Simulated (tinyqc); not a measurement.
Inside a calculation: carrier statistics of a doped semiconductor with parabolic bands. Values are carried at full precision from step to step, so a last printed digit may differ when a step is redone from the rounded ones.

Constants: kB = 8.617333262e-05 eV/K; hbar^2/2m0 = 3.80998211 eV angstrom^2.

Values chosen for the exercise (near those of GaN; shifted at random, so the results belong to these values and not to a real crystal):
- Eg0 = 3.507 eV (gap at 0 K)
- al = 0.00091 eV/K (Varshni alpha)
- be = 831 K (Varshni beta)
- T = 500 K
- ml = 0.202 m0 (longitudinal electron mass)
- mt = 0.202 m0 (transverse electron mass)
- Mv = 1 (equivalent valleys)
- mhh = 1.41 m0 (heavy-hole mass)
- mlh = 0.302 m0 (light-hole mass)
- ND = 3.5e+17 1/cm^3 (donors)
- NA = 1.1e+19 1/cm^3 (acceptors)
- ED = 0.0221 eV (donor level below Ec)
- EA = 0.181 eV (acceptor level above Ev)

## Gap and thermal energy

Eg(T) = Eg0 - al T^2/(T + be) (Varshni).

Eg = 3.33608 eV
kT = 0.043087 eV

The gap has shrunk by 170.9 meV from 0 K and is 77.4 kT wide.

## Effective densities of states

m_de = Mv^(2/3) (ml mt^2)^(1/3); m_dh = (mhh^(3/2) + mlh^(3/2))^(2/3); N = 2 (m kB T/(4 pi c))^(3/2) with c = hbar^2/2m0, in 1/angstrom^3; times 1e24 for 1/cm^3.

m_de = 0.2020 m0
m_dh = 1.5017 m0
Nc = 4.9020e+18 1/cm^3
Nv = 9.9362e+19 1/cm^3

The light holes supply 9.0 % of Nv, and Nc/Nv = 0.0493.

## Intrinsic density and level

With Boltzmann statistics ni = sqrt(Nc Nv) exp(-Eg/2kT) and Ei = Eg/2 + (kT/2) ln(Nv/Nc), counted from Ev.

ni = 339 1/cm^3
Ei = 1.7329 eV

Ei lies 64.8 meV above midgap, towards the band with the smaller density of states.

## Neutrality by bisection

Energies are counted from Ev, so Ec = Eg. n = Nc F_1/2((EF - Eg)/kT), p = Nv F_1/2(-EF/kT), ND+ = ND/(1 + 2 exp((EF - Eg + ED)/kT)), NA- = NA/(1 + 4 exp((EA - EF)/kT)); neutrality asks p + ND+ = n + NA-. F_j(eta) = (1/Gamma(j + 1)) integral_0^infinity x^j dx/(1 + exp(x - eta)), which tends to exp(eta) for eta << 0.

Start from the bracket [-0.2 eV, Eg + 0.2 eV]; at the midpoint EF take the sign of p + ND+ - n - NA-; where it is positive EF must rise. Fourteen steps are shown.

Bisection (eV, 1/cm^3):
```
step       low     high       EF         n         p       ND+       NA-  sign
1     -0.20000  3.53608  1.66804      75.4  1.53e+03  3.50e+17  1.10e+19     -
2     -0.20000  1.66804  0.73402  2.90e-08  3.97e+12  3.50e+17  1.10e+19     -
3     -0.20000  0.73402  0.26701  5.70e-13  2.02e+17  3.50e+17  7.13e+18     -
4     -0.20000  0.26701  0.03350  2.52e-15  3.97e+19  3.50e+17  8.89e+16     +
5      0.03350  0.26701  0.15026  3.79e-14  3.01e+18  3.50e+17  1.20e+18     +
6      0.15026  0.26701  0.20863  1.47e-13  7.82e+17  3.50e+17  3.54e+18     -
7      0.15026  0.20863  0.17945  7.46e-14  1.54e+18  3.50e+17  2.14e+18     -
8      0.15026  0.17945  0.16485  5.32e-14  2.15e+18  3.50e+17  1.61e+18     +
9      0.16485  0.17945  0.17215  6.30e-14  1.82e+18  3.50e+17  1.86e+18     +
10     0.17215  0.17945  0.17580  6.86e-14  1.67e+18  3.50e+17  2.00e+18     +
11     0.17580  0.17945  0.17762  7.15e-14  1.60e+18  3.50e+17  2.07e+18     -
12     0.17580  0.17762  0.17671  7.00e-14  1.64e+18  3.50e+17  2.03e+18     -
13     0.17580  0.17671  0.17625  6.93e-14  1.65e+18  3.50e+17  2.01e+18     -
14     0.17580  0.17625  0.17602  6.89e-14  1.66e+18  3.50e+17  2.00e+18     +
```

Each step halves the bracket, which is 0.456 meV wide at the last row.

## The neutral state

Solve the neutrality condition for EF to convergence.

EF = 0.1761 eV
n = 6.91e-14 1/cm^3
p = 1.66e+18 1/cm^3
ND+ = 3.50e+17 1/cm^3
NA- = 2.01e+18 1/cm^3

The material is p-type; 18.2 % of the acceptors are ionised. EF lies 4.09 kT inside the gap from the valence edge, so Boltzmann statistics would serve; n p/(Nc Nv exp(-Eg/kT)) = 0.994.

## Checks

- F_1/2(1) by the trapezoid rule against adaptive quadrature: both 1.575641.
- Positive against negative charge at the solution (1/cm^3): both 2.00745e+18.

Computed by tinyqc, a small Python program: `OMP_NUM_THREADS=1 python tinyqc.py 1680557 1680558 out.jsonl` (the numbers bound the seed that draws the inputs); one thread of a shared host (Intel(R) Xeon(R) Processor @ 2.30GHz), about 0.01 s for the whole set of steps.
